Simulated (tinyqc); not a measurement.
Precursor delivery and alloy composition in metal-organic vapour-phase epitaxy: one step, computed by the program tinyqc.

Carrier gas leaves each bubbler saturated. Group-III species cross a boundary layer and react at the surface; element 2 can also desorb. The film is (1)_(1-x) (2)_x V with a zinc-blende cell.

Question. Transport to the surface. Partial pressure p_i = p F_i/(44615 x total flow in slm); density n_i = p_i/(k_B T), 1 torr = 133.322 Pa; D = D0 (T/273.15)^1.75 (760/p), h = D/delta, the same for both; k_s = prefactor x exp(-energy/(k_B T)); arrival J_i = n_i/(1/h + 1/k_s); in layers per second g_i = J_i a^2/2 (two group-III sites per a^2 on (001)). Temperatures in kelvin are T(C) + 273.15.

Inputs (values chosen for the exercise, close to those used for AlGaAs from TMAl and TMGa):
```
quantity                                 value      unit
source 1: bath temperature                  23         C
source 2: bath temperature                  -1         C
total flow                                 6.6       slm
reactor pressure p                         760      torr
diffusivity D0 at 273.15 K and 760 torr   0.39    cm^2/s
boundary layer delta                       0.9        cm
prefactor of the surface rate k_s        2e+13      cm/s
energy of k_s                             1.89        eV
lattice constant a                       5.655  angstrom
growth temperature T                       750         C
```

molar flows (micromol/min): F1 2.654963, F2 61.95646

Constants: k_B = 1.380649e-23 J/K; k_B = 8.617333262e-05 eV/K.

Give: densities; h; k_s; arrival rates.

Answer.

densities (1/cm^3): n1 6.467e+13, n2 1.509e+15

h = 4.370 cm/s

k_s = 9803 cm/s

arrival rates (layers/s): g1 0.4517, g2 10.54

Growth is transport-limited. Caution: trimethylaluminium is largely a dimer in the vapour, which would double its metal flow; it is counted as a monomer here.
